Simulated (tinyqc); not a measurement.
Plane-wave Kohn-Sham cycle with exchange-only LDA in a layered model solid, step by step. One step of it, computed by the program tinyqc.

Problem. Iteration 1: potential. V_H(G) = 4 pi rho(G)/G^2 for G != 0 (uniform background); v_x = -(3 rho/pi)^(1/3); V = V_ext + V_H + v_x; Fourier components f(G_m) = (1/N) sum_j f(x_j) exp(-i G_m x_j).

A solid whose potential varies along x alone (atomic units):
```
parameter                      value
period a                   11.400000
cross-section of the cell  23.000000
electrons per cell                 2
grid points                       16
plane waves -n..n, n               2
k points                           1
V1 in V1 cos(2 pi x/a)     -0.120000
```

density at the start, on the grid x_j = j a/N (e/bohr^3): [0.00762777, 0.00762777, 0.00762777, 0.00762777, 0.00762777, 0.00762777, 0.00762777, 0.00762777, 0.00762777, 0.00762777, 0.00762777, 0.00762777, 0.00762777, 0.00762777, 0.00762777, 0.00762777]

Give: Potentials on the grid; V(G_m), m = 0, 1, 2, ....

Solution.

Potentials on the grid (hartree):
```
x          V_ext     V_H      v_x        V
0.0000   -0.1200  0.0000  -0.1938  -0.3138
0.7125   -0.1109  0.0000  -0.1938  -0.3047
1.4250   -0.0849  0.0000  -0.1938  -0.2787
2.1375   -0.0459  0.0000  -0.1938  -0.2398
2.8500         0  0.0000  -0.1938  -0.1938
3.5625    0.0459  0.0000  -0.1938  -0.1479
4.2750    0.0849  0.0000  -0.1938  -0.1090
4.9875    0.1109  0.0000  -0.1938  -0.0830
5.7000    0.1200  0.0000  -0.1938  -0.0738
6.4125    0.1109  0.0000  -0.1938  -0.0830
7.1250    0.0849  0.0000  -0.1938  -0.1090
7.8375    0.0459  0.0000  -0.1938  -0.1479
8.5500         0  0.0000  -0.1938  -0.1938
9.2625   -0.0459  0.0000  -0.1938  -0.2398
9.9750   -0.0849  0.0000  -0.1938  -0.2787
10.6875  -0.1109  0.0000  -0.1938  -0.3047
```

V(G_m), m = 0, 1, 2, ... (hartree): [-0.1938, -0.0600, 0.0000, 0.0000, 0.0000]
